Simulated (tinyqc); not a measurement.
Silicon n-p-n transistor, Gummel numbers and transit times: one step of the calculation.

One-dimensional n-p-n transistor in the forward active mode at low injection. In the base p(x) = NB exp(-eta x/wb) and ni(x)^2 = ni^2 exp((g0 + g1 x/wb)/Vt); electrons leave the base at vsat; band spikes at the emitter junction and recombination inside the emitter are ignored.

Task. Base Gummel number and transit time. f(x) = p(x) ni^2/ni(x)^2; I(x) = integral from x to wb of f/Dn, plus f(wb)/vsat; base Gummel number GB = I(0); electron density per unit flux n/(J/q) = I/f; base transit time tauB = integral of I/f over the base. Trapezoid rule on 11 equal steps.

Values chosen for this exercise; band and dielectric values close to those of silicon:
- T = 300 K (temperature)
- vsat = 9.87e6 cm/s (saturation velocity)
- wb = 320 nm (neutral base width)
- NB = 2.3e18 cm^-3 (base doping at the emitter edge)
- eta = 0 (doping falls as exp(-eta x/wb))
- g0 = 0 eV (gap reduction at the emitter edge of the base)
- g1 = 0 eV (further gap reduction across the base (linear))
- Dn = 4.6 cm^2/s (electron diffusion coefficient in the base)

Constants: q = 1.602176634e-19 C, kB = 1.380649e-23 J/K, Vt = kB T/q. Results are converted to the units shown.

Give: x; f; I; I/f; GB; tauB.

Result.

x, point 0 to 11 (nm): [0.0, 29.1, 58.2, 87.3, 116.4, 145.5, 174.5, 203.6, 232.7, 261.8, 290.9, 320.0]
f, point 0 to 11 (cm^-3): [2.300e18, 2.300e18, 2.300e18, 2.300e18, 2.300e18, 2.300e18, 2.300e18, 2.300e18, 2.300e18, 2.300e18, 2.300e18, 2.300e18]
I, point 0 to 11 (s/cm^4): [1.623e13, 1.478e13, 1.332e13, 1.187e13, 1.041e13, 8.960e12, 7.506e12, 6.051e12, 4.597e12, 3.142e12, 1.688e12, 2.330e11]
I/f, point 0 to 11 (s/cm): [7.058e-6, 6.425e-6, 5.793e-6, 5.161e-6, 4.528e-6, 3.896e-6, 3.263e-6, 2.631e-6, 1.999e-6, 1.366e-6, 7.337e-7, 1.013e-7]
GB = 1.623e13 s/cm^4
tauB = 114.5 ps

Range of the model: Heavy doping makes emitter or base degenerate; gE and g0 are to be read as apparent gap changes that include this.

Numbers from tinyqc (`OMP_NUM_THREADS=1 python tinyqc.py 2320080 2320081 out.jsonl`; about 0.01 s on one thread of a shared Intel Xeon 2.30GHz).
